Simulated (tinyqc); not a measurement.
Inside a calculation. Method: Luttinger-Kohn k.p, four valence bands. One step of it, computed by the program tinyqc.

Question. Hole masses. E = c [g1 k^2 -/+ 2 sqrt(g2^2 k^4 + 3 (g3^2 - g2^2)(kx^2 ky^2 + ky^2 kz^2 + kz^2 kx^2))] with c = hbar^2/2m, and m* = hbar^2 k^2 / (2 E).

Luttinger parameters chosen for this model; energies are counted downward from the top of the valence band:
```
parameter     value  unit
g1         8.210000
g2         1.480000
g3         2.040000
```

Give: Masses.

Answer.

Masses (electron masses):
```
direction  heavy  light
[100]      0.190  0.090
[110]      0.228  0.083
[111]      0.242  0.081
```
